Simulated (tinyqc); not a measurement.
Worked calculation: CISD on RHF in the 6-31g basis, for H2, spin multiplicity 1. One step of it, computed by the program tinyqc.

Question. Iteration 6 (converged): orbitals. Diagonalise F' = X^T F X, C = X C', fill 1 alpha and 1 beta electrons from the bottom; D = 2 C_occ C_occ^T. Each column has its largest component positive (the first on a tie).

converged F (hartree), lower triangle:
```
           1H 1s      1H 2s      2H 1s      2H 2s
1H 1s   0.130851
1H 2s  -0.392700  -0.287803
2H 1s  -0.332198  -0.364724   0.130851
2H 2s  -0.364724  -0.340347  -0.392700  -0.287803
```

X:
```
               1          2          3         4
1H 1s  -0.713940   0.907259   0.641619  0.276938
1H 2s   1.507582  -0.703732   0.303849  0.357032
2H 1s   0.713940   0.907259  -0.641619  0.276938
2H 2s  -1.507582  -0.703732  -0.303849  0.357032
```

Give: F' = X^T F X; orbital energies; coefficients C; D after iteration 6.

Answer.

F' = X^T F X (hartree), lower triangle:
```
         1       2       3        4
1   0.8313
2   0.0000  0.9807
3  -0.4181  0.0000  0.3691
4   0.0000  0.0190  0.0000  -0.4906
```

orbital energies (hartree): MO1 -0.4908, MO2 0.1225, MO3 0.9810, MO4 1.0779

coefficients C:
```
          MO1      MO2      MO3      MO4
1H 1s  0.2652   0.1899   0.9108  -0.9409
1H 2s  0.3661   1.0276  -0.6991   1.1442
2H 1s  0.2652  -0.1899   0.9108   0.9409
2H 2s  0.3661  -1.0276  -0.6991  -1.1442
```

D after iteration 6, lower triangle:
```
        1H 1s   1H 2s   2H 1s   2H 2s
1H 1s  0.1407
1H 2s  0.1942  0.2680
2H 1s  0.1407  0.1942  0.1407
2H 2s  0.1942  0.2680  0.1942  0.2680
```
